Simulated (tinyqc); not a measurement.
Worked calculation: CIS on RHF in the sto-3g basis, for BeH2, spin multiplicity 1. One step of it, computed by the program tinyqc.

Task: CIS matrix, singlets. A(ia,jb) = (e_a - e_i) d_ij d_ab + 2 (ia|jb) - (ij|ab).

orbital energies (hartree): MO1 -4.517286, MO2 -0.471578, MO3 -0.437173, MO4 0.207011, MO5 0.209465, MO6 0.505743, MO7 1.044793

Two-electron integrals over orbitals (pq|rs), unique and non-zero (hartree):
```
p,q,r,s,(pq|rs)
1,1,1,1,2.271412
2,1,1,1,-0.205270
2,1,2,1,0.028444
2,2,1,1,0.501166
2,2,2,1,-0.007244
2,2,2,2,0.408303
3,1,3,1,0.006519
3,2,3,1,0.015607
3,2,3,2,0.165634
3,3,1,1,0.472752
3,3,2,1,-0.002998
3,3,2,2,0.421431
3,3,3,3,0.444245
4,1,1,1,0.026089
4,1,2,1,-0.003210
4,1,2,2,0.002752
4,1,3,3,0.001593
4,1,4,1,0.015981
4,2,1,1,-0.008751
4,2,2,1,0.001234
4,2,2,2,0.008152
4,2,3,3,0.007143
4,2,4,1,0.015164
4,2,4,2,0.050238
4,3,3,1,-0.000038
4,3,3,2,0.006872
4,3,4,3,0.015932
4,4,1,1,0.568236
4,4,2,1,-0.008554
4,4,2,2,0.374094
4,4,3,3,0.363446
4,4,4,1,-0.003519
4,4,4,2,-0.015302
4,4,4,4,0.451829
5,1,5,1,0.015768
5,2,5,1,0.015476
5,2,5,2,0.050411
5,3,5,3,0.015465
5,4,5,1,-0.002224
5,4,5,2,-0.005791
5,4,5,4,0.024878
5,5,1,1,0.569168
5,5,2,1,-0.008423
5,5,2,2,0.375302
5,5,3,3,0.363913
5,5,4,1,0.000848
5,5,4,2,-0.003989
5,5,4,4,0.401120
5,5,5,5,0.449859
6,1,1,1,-0.170454
6,1,2,1,0.024367
6,1,2,2,-0.006808
6,1,3,3,-0.004425
6,1,4,1,-0.001017
6,1,4,2,0.002424
6,1,4,4,-0.004743
6,1,5,5,-0.004129
6,1,6,1,0.021399
6,2,1,1,0.099336
6,2,2,1,-0.006776
6,2,2,2,-0.028140
6,2,3,3,-0.050771
6,2,4,1,0.002266
6,2,4,2,-0.001197
6,2,4,4,0.044075
6,2,5,5,0.045990
6,2,6,1,-0.002860
6,2,6,2,0.076030
6,3,3,1,-0.003796
6,3,3,2,-0.096071
6,3,4,3,-0.005600
6,3,6,3,0.082728
6,4,1,1,0.010300
6,4,2,1,0.000290
6,4,2,2,0.003441
6,4,3,3,-0.000816
6,4,4,1,0.015512
6,4,4,2,0.044914
6,4,4,4,-0.004850
6,4,5,5,0.003028
6,4,6,1,0.002190
6,4,6,2,0.012135
6,4,6,4,0.048339
6,5,5,1,0.016135
6,5,5,2,0.047308
6,5,5,4,-0.004167
6,5,6,5,0.050607
6,6,1,1,0.480766
6,6,2,1,-0.006211
6,6,2,2,0.406004
6,6,3,3,0.416097
6,6,4,1,0.005462
6,6,4,2,0.017153
6,6,4,4,0.369282
6,6,5,5,0.372436
6,6,6,1,-0.004954
6,6,6,2,-0.036468
6,6,6,4,0.011035
6,6,6,6,0.422186
7,1,3,1,0.011859
7,1,3,2,0.021193
7,1,4,3,-0.000529
7,1,6,3,-0.003133
7,1,7,1,0.022188
7,2,3,1,0.002885
7,2,3,2,-0.046700
7,2,4,3,-0.007437
7,2,6,3,0.060669
7,2,7,1,0.006682
7,2,7,2,0.056453
7,3,1,1,0.133411
7,3,2,1,-0.005599
7,3,2,2,-0.009825
7,3,3,3,-0.024238
7,3,4,1,-0.000708
7,3,4,2,-0.011043
7,3,4,4,0.054469
7,3,5,5,0.054084
7,3,6,1,-0.003082
7,3,6,2,0.070202
7,3,6,4,0.003296
7,3,6,6,-0.030688
7,3,7,3,0.080894
7,4,3,1,-0.002176
7,4,3,2,-0.018831
7,4,4,3,0.013219
7,4,6,3,0.010791
7,4,7,1,-0.003441
7,4,7,2,0.002511
7,4,7,4,0.018766
7,5,5,3,0.013846
7,5,7,5,0.016260
7,6,3,1,0.011764
7,6,3,2,0.142085
7,6,4,3,0.007988
7,6,6,3,-0.096409
7,6,7,1,0.015814
7,6,7,2,-0.058993
7,6,7,4,-0.016111
7,6,7,6,0.139759
7,7,1,1,0.586513
7,7,2,1,-0.009598
7,7,2,2,0.437795
7,7,3,3,0.457258
7,7,4,1,0.000451
7,7,4,2,0.001217
7,7,4,4,0.396303
7,7,5,5,0.395296
7,7,6,1,-0.009113
7,7,6,2,-0.044193
7,7,6,4,-0.005341
7,7,6,6,0.443759
7,7,7,3,-0.017803
7,7,7,7,0.500261
```

Give: CIS matrix A, singlet.

Result:

CIS matrix A, singlet (hartree):
```
,1>4,1>5,1>6,1>7,2>4,2>5,2>6,2>7,3>4,3>5,3>6,3>7
1>4,4.188,0.000,-0.012,0.000,0.039,0.000,0.004,0.000,0.000,0.000,0.000,0.001
1>5,0.000,4.189,0.000,0.000,0.000,0.039,0.000,0.000,0.000,0.000,0.000,0.000
1>6,-0.012,0.000,4.585,0.000,0.005,0.000,0.000,0.000,0.000,0.000,0.000,-0.018
1>7,0.000,0.000,0.000,5.020,0.000,0.000,0.000,0.023,0.001,0.000,-0.018,0.000
2>4,0.039,0.000,0.005,0.000,0.405,0.000,-0.006,0.000,0.000,0.000,0.000,-0.003
2>5,0.000,0.039,0.000,0.000,0.000,0.407,0.000,0.000,0.000,0.000,0.000,0.000
2>6,0.004,0.000,0.000,0.000,-0.006,0.000,0.723,0.000,0.000,0.000,0.000,-0.002
2>7,0.000,0.000,0.000,0.023,0.000,0.000,0.000,1.191,0.004,0.000,-0.021,0.000
3>4,0.000,0.000,0.000,0.001,0.000,0.000,0.000,0.004,0.313,0.000,-0.010,0.000
3>5,0.000,0.000,0.000,0.000,0.000,0.000,0.000,0.000,0.000,0.314,0.000,0.000
3>6,0.000,0.000,0.000,-0.018,0.000,0.000,0.000,-0.021,-0.010,0.000,0.692,0.000
3>7,0.001,0.000,-0.018,0.000,-0.003,0.000,-0.002,0.000,0.000,0.000,0.000,1.186
```
